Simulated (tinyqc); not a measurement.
Inside a calculation. Model: Heisenberg magnet: exchange from energy differences, ordering vector, linear spin waves and ordering temperature. Computed by tinyqc, a small Python program that keeps every step. Command: `OMP_NUM_THREADS=1 python tinyqc.py 3012362 3012363 out.jsonl magnon walk`. One thread of a shared host (Intel(R) Xeon(R) Processor @ 2.30GHz), about 0.2 s of CPU time with the checks. Intermediate numbers are printed to about 7 digits and carried at full precision; extremes and crossings named in words are read from the listed rows.

H = -sum over pairs <ij> J_ij S_i.S_j - K sum_i (S_i^z)^2, each pair once, J > 0 ferromagnetic. First neighbours: 8 at a (0.5, 0.5, 0.5), second: 6 at a (1, 0, 0), with all permutations and signs.

Inputs (values chosen for the exercise, for a model magnet):
```
quantity,value,unit
exchange J1,0.449,meV
exchange J2,-0.023,meV
spin S,3.5,-
single-ion anisotropy K,0.018,meV
lattice constant a,3.68,angstrom
mesh divisions n,24,-
temperature T,83,K
```

Lattice: bcc. Order: ferromagnetic.

wave vector q (2 pi/a): [0.34, 0.12, 0.29]

Constants: h x 1 THz = 4.135667696 meV; k_B = 8.617333262e-05 eV/K.

## Energies of ordered states

J(q) = J1 g1(q) + J2 g2(q), g_s(q) = sum over shell s of cos(q.R). A classical spiral or collinear state of wave vector Q has the exchange energy -(S^2/2) J(Q) per site.

States, Q in 2 pi/a:
```
Q,g1,g2,energy (meV/site)
"G (0, 0, 0)",8.000000e+00,6,-21.15575
"H (1, 0, 0)",-8.000000e+00,6,22.84625
"N (0.5, 0.5, 0)",0,-2,-0.28175
"P (0.5, 0.5, 0.5)",4.930381e-32,-6,-0.84525
```

The lowest of these is G (0, 0, 0), 20.311 meV per site below P (0.5, 0.5, 0.5).

## Back from energy differences to J1 and J2

Subtract the first row of the table from the second and third: dE = -(S^2/2)(dg1 J1 + dg2 J2), two equations for two unknowns, as in mapping total energies onto a spin model.

coefficients:
```
,J1,J2
1,98,0
2,49,49
```

energy differences (meV/site): [44.002, 20.874]

J1, J2 (meV): [0.449, -0.023]

## Magnon energy at q

g_s(q) = sum over shell s of cos(q.R), z1 = g1(0). E(q) = S [J(0) - J(q)] + (2S - 1) K, J(q) = J1 g1 + J2 g2. The factor 2S - 1 removes the anisotropy for S = 1/2.

g1(q) = 2.196282

g2(q) = -0.1110961

E(q) = 8.736599 meV

frequency = 2.112500 THz

## Long waves and the gap

sum R_x^2 over the shells is s1 = 2 a^2 and s2 = 2 a^2. E = gap + D q^2 with D = (S/2)(J1 s1 + J2 s2) and gap = (2S - 1) K.

stiffness D = 20.19172 meV angstrom^2

gap = 0.108 meV

## Dispersion

The formulas are those given above.

Energies (meV); H = (1, 0, 0), N = (0.5, 0.5, 0) in 2 pi/a:
```
line,fraction of the way,E(q),gap + D q^2
G-H,0.10,0.69257,0.69662
G-H,0.25,3.62925,3.78690
G-H,0.50,12.35800,14.82358
G-H,0.75,21.40875,33.21806
G-H,1.00,25.25200,58.97032
G-N,0.10,0.39990,0.40231
G-N,0.25,1.85482,1.94745
G-N,0.50,6.07200,7.46579
G-N,0.75,10.28918,16.66303
G-N,1.00,12.03600,29.53916
```

At the end of the G-H rows the long-wave form is 2.34 times the true energy. At the end of the G-N rows the long-wave form is 2.45 times the true energy. It holds to 5 % in 4 of the ten rows; nearer the zone boundary the cosine flattens the band.

## Loss of moment

Mesh: q = sum_i (m_i + 1/2)/n b_i, m_i = 0..n-1, b = [[0, 1, 1], [1, 0, 1], [1, 1, 0]] in 2 pi/a; <..> is the mean over the mesh. n = 1/(exp(E/(k_B T)) - 1); no zero-point loss; thermal loss <n>; moment = S less the losses.

zero-point loss = 0

thermal loss = 0.4107576

moment <S^z> = 3.089242

The thermal loss is 11.74 % of S.

## Ordering temperature

K left out. Mean field: k_B T = S (S + 1) J(Q)/3 at the ordering vector Q; random-phase (Tyablikov): k_B T = [S (S + 1)/3] / <1/(J(Q) - J(q))>; Curie-Weiss theta = S (S + 1) J(0)/(3 k_B).

mean-field ordering temperature = 210.4305 K

random-phase ordering temperature = 152.7328 K

Curie-Weiss temperature = 210.4305 K

The random-phase value is 0.73 of mean field, since it weights the soft long waves (a harmonic mean of J(Q) - J(q) in place of the arithmetic one); on this mesh it lies slightly high.

Checks made by the program: the long-wave formula against the dispersion (relative difference 7e-07).
